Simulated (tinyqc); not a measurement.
Physical sputtering: collision-cascade yield, angular dependence, faceting and resputtering in deposition: one step, computed by the program tinyqc. Command: `OMP_NUM_THREADS=1 python tinyqc.py 3019628 3019629 out.jsonl sputter walk`. One thread of a shared host (Intel(R) Xeon(R) Processor @ 2.30GHz), about 0.01 s of CPU time with the checks.

Ions start collision cascades; atoms that reach the surface with more than U leave. The target is amorphous or fine-grained.

Task: Oblique incidence. Angular law: Y/Y0 = t^f exp(-f cos(a_opt)(t - 1)), t = 1/cos(angle), largest at a_opt. A plane tilted by the angle recedes along the beam at a speed proportional to Y(angle), and along its own normal as Y cos(angle).

Inputs (values chosen for the exercise, modelled on gallium ions on titanium): angular exponent f = 2.5; angle of the largest yield = 55 degrees; angle of incidence = 20 degrees.

yield Y0 = 1.247950 atoms per ion

Give: Y/Y0 at the angle; yield at the angle; normal speed relative to a flat surface; largest Y/Y0.

Result:

Y/Y0 at the angle = 1.0655

yield at the angle = 1.3297 atoms per ion

normal speed relative to a flat surface = 1.0013

largest Y/Y0 = 1.3821
